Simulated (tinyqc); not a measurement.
Pariser-Parr-Pople SCF with singles CI, for the molecule C=CC(=C)C(F)=CF (SMILES; centres numbered as the heavy atoms are written), step by step. One step of it, computed by the program tinyqc.

Task: Iteration 2: orbitals and new P. Diagonalise F (the basis is taken as orthonormal) and form P = 2 sum c c over the lowest orbitals.

F (eV):
```
           1C         2C         3C         4C         5C          6F         7C          8F
1C  -5.530942  -4.843652   0.099656   0.489445   0.260653   -0.176103   0.026255   -0.037491
2C  -4.843652  -5.545502  -3.416813  -0.059163  -0.085123    0.115030   0.032942    0.010097
3C   0.099656  -3.416813  -5.757369  -4.530130  -3.574153    0.204575   0.054543    0.041878
4C   0.489445  -0.059163  -4.530130  -5.736355  -0.020685   -0.025028   0.803519   -0.221576
5C   0.260653  -0.085123  -3.574153  -0.020685  -5.558670   -2.831215  -4.608137    0.414747
6F  -0.176103   0.115030   0.204575  -0.025028  -2.831215  -17.853262   0.391907   -0.082903
7C   0.026255   0.032942   0.054543   0.803519  -4.608137    0.391907  -5.589787   -2.785356
8F  -0.037491   0.010097   0.041878  -0.221576   0.414747   -0.082903  -2.785356  -17.670659
```

pi electrons, sum of z_r less the charge = 10

Give: orbital energies; P after iteration 2.

Result:

orbital energies (eV): -18.608  -18.246  -12.899  -10.095  -8.865  -2.119  -0.326  1.916

P after iteration 2:
```
        1C      2C      3C      4C      5C      6F      7C      8F
1C   1.005   0.931  -0.012  -0.343  -0.112   0.037  -0.021   0.013
2C   0.931   1.002   0.360   0.003   0.012  -0.022  -0.042   0.006
3C  -0.012   0.360   1.006   0.838   0.404  -0.062   0.019  -0.020
4C  -0.343   0.003   0.838   1.015  -0.031   0.001  -0.412   0.096
5C  -0.112   0.012   0.404  -0.031   1.022   0.176   0.875  -0.160
6F   0.037  -0.022  -0.062   0.001   0.176   1.968  -0.160   0.029
7C  -0.021  -0.042   0.019  -0.412   0.875  -0.160   1.019   0.188
8F   0.013   0.006  -0.020   0.096  -0.160   0.029   0.188   1.964
```
